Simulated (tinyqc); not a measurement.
# Permittivity and interface capacitance from two thicknesses

Problem. 1/C = t/(eps0 ek) + 2/ci for planar capacitors that differ only in thickness. Find ek, ci and the EOT of the interfaces, 2 x 3.9 eps0/ci.

Constants: eps0 = 8.8541878128e-14 F/cm where lengths are in cm. Results are converted to the units shown.

C at t = 16 and 47 nm (uF/cm^2): 1.9787960  0.67539569

Answer. 1/C is a straight line in t: the slope gives ek and the intercept 2/ci. A single thickness would give only the effective permittivity; when the interfaces are a small part of 1/C, ci needs very accurate data.

ek = 35.90
ci = 1000 uF/cm^2
EOT of the interfaces = 0.006906 nm

tinyqc, about 0.01 s, one thread, Intel Xeon 2.30GHz (shared host): `OMP_NUM_THREADS=1 python tinyqc.py 2102037 2102038 out.jsonl`
